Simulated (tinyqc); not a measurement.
From results to parameters: diatomic chain. Computed by the program tinyqc.

Problem. A chain of two alternating masses has one spring constant k; at the zone edge omega^2 = 2k/M and 2k/m, and wavenumber = 521.4708 sqrt(omega^2) with omega^2 in eV/(angstrom^2 u). Find k, the heavier mass and the optical wavenumber at q = 0.

wavenumbers at the zone edge (cm^-1): 330.516102  469.785343
lighter mass = 34.500000 u

Solution. The upper value gives k = m omega^2/2, the ratio of the squares gives M/m, and at q = 0 omega^2 = 2k (1/m + 1/M), the sum of the two.

k = 14.0000 eV/angstrom^2
heavier mass = 69.700 u
optical wavenumber at q = 0 = 574.4033 cm^-1
